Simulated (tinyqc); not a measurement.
Gate voltage from the surface potential.

Problem. At the source end, Vgs + Vsb - Vfb - psi = gamma sqrt(G), G = psi - Vt + Vt exp((psi - 2 phiF - Vsb)/Vt), and the voltage over the insulator is gamma sqrt(G). Find that voltage and Vgs.

Parameters, values chosen for the exercise:
- T = 300 K (temperature)
- Vfb = -2.51 V (flat-band voltage)
- Vsb = 2 V (source-body reverse bias)

Constants: q = 1.602176634e-19 C, kB = 1.380649e-23 J/K, Vt = kB T/q. Results are converted to the units shown.

psi = 5.0754225 V
phiF = 1.4010271 V
gamma = 0.039666482 V^0.5

Solution. In this direction the relation is explicit: no iteration is needed.

voltage over the insulator = 1.26 V
Vgs = 1.83 V

tinyqc, about 0.08 s, one thread, Intel Xeon 2.30GHz (shared host): `OMP_NUM_THREADS=1 python tinyqc.py 2360111 2360112 out.jsonl`
